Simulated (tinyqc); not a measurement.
# From single traps to 1/f noise

7 half-filled traps with time constants tau_j = 7.6e-8 s times 10^(1 j), j = 0..6, each shift the threshold by a = 9.13 uV when filled and give the Lorentzian a^2 tau/(1 + (2 pi f tau)^2). For time constants spread evenly in ln tau the sum tends to a^2/(4 f ln(10^1)). slope = d ln S/d ln f.

From single traps to 1/f noise:
```
f (Hz)  S (uV^2/Hz)  1/f limit (uV^2/Hz)      slope  j of the largest term
0.01          7.039                905.0  -4.108e-5                      6
0.1           7.025                90.50  -0.004098                      6
1             5.861                9.050    -0.3274                      6
30           0.3074               0.3017     -1.115                      5
1000       0.008828             0.009050    -0.8642                      3
30000      3.101e-4             3.017e-4     -1.127                      2
1e6        8.129e-6             9.050e-6    -0.9389                      0
1e7        2.970e-7             9.050e-7     -1.925                      0
1e8        3.086e-9             9.050e-8     -1.999                      0
```

Below the slowest trap (1/(2 pi tau) = 2.1 Hz) the spectrum is flat, slope 0.00 in the first row; above the fastest (2.1e6 Hz) the slope tends to -2 (-2.00 in the last row). In between, at 30, 1000 and 30000 Hz, the slopes are -1.12, -0.86 and -1.13, and S is 2.5 % below the 1/f limit at 1000 Hz.

tinyqc, about 0.01 s, one thread, Intel Xeon 2.30GHz (shared host): `OMP_NUM_THREADS=1 python tinyqc.py 2150067 2150068 out.jsonl`
